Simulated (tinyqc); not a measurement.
The whole curve: space-charge-limited current through a thin insulating or semi-insulating film with traps. Computed by tinyqc, a small Python program. Command: `OMP_NUM_THREADS=1 python tinyqc.py 3027827 3027828 out.jsonl sclc walk`. One thread of a shared host (Intel(R) Xeon(R) Processor @ 2.30GHz), about 0.01 s of CPU time with the checks.

One ohmic injecting contact at x = 0 (field zero), drift only, non-degenerate free carriers.

Inputs (values chosen for the exercise, modelled on Si3N4):
```
quantity                                            value        unit
permittivity eps                                      7.5           -
band mobility mu                                    0.082  cm^2/(V s)
effective density of states N_c                   1.1e+20      1/cm^3
trap density N_t                                  1.3e+16      1/cm^3
equilibrium Fermi level below the band edge, E_0     0.68          eV
thickness d                                           660          nm
temperature T                                         300           K
characteristic temperature T_c                        500           K
```

Traps: exponential tail.

Constants: k_B = 8.617333262e-05 eV/K; eps_0 = 8.8541878128e-12 F/m; e = 1.602176634e-19 C.

Method:
- Free density n_0 = N_c exp(-E_0/k_B T) in equilibrium; trapped density n_t(n) = N_t (n/N_c)^(T/T_c) (the low-temperature form).
- J = e mu n F and (eps eps_0/e) dF/dx = n - n_0 + n_t(n) - n_t(n_0) = rho(n). With F = J/(e mu n): d = (eps eps_0 J/(e^2 mu)) I_1 and V = (eps eps_0 J^2/(e^3 mu^2)) I_2, I_k = int_(n_L)^infinity dn/(n^(k+1) rho(n)), n_L the density at the anode; with u = n_L/n, 200 Gauss-Legendre points in t, u = 1 - (1 - t)^2.
- The last column is d ln J/d ln V up to the next row.

Current against voltage:
```
n_L (1/cm^3)       V (V)  J (A/cm^2)   slope
4.40e+08      5.9557e-07  6.4865e-14  1.7786
2.80e+09      8.3458e-06  7.0995e-12  2.1497
1.80e+10      4.2337e-05  2.3297e-10  2.1293
1.20e+11      2.2563e-04  8.2151e-09  2.0771
7.80e+11      1.2743e-03  2.9947e-07  2.0406
5.10e+12      7.7114e-03  1.1797e-05  2.0201
3.30e+13      4.7981e-02  4.7385e-04  2.0097
2.20e+14      3.1372e-01  2.0630e-02  2.0046
1.40e+15      1.9783e+00  8.2741e-01  2.0022
9.20e+15      1.2943e+01  3.5563e+01  2.0010
6.00e+16      8.4235e+01  1.5093e+03  2.0005
3.90e+17      5.4699e+02  6.3700e+04       -
```

What does the comparison show, and why?

The slope starts at 1.78, peaks at 2.1 between 8.35e-6 and 4.23e-5 V and ends at 2.00. Rows below 0.26 V (10 k_B T/e) are formal, since diffusion from the contact rules there. Self-heating is left out, although J V exceeds 1e5 W/cm^2 at the last row. Rows above 198 V are formal, since the mean field exceeds 3 MV/cm and breakdown sets in. An exponential tail gives the power law T_c/T + 1 = 2.67, which this range does not fully reach.

Extremes, crossings and ranges named in words are read from the listed rows.
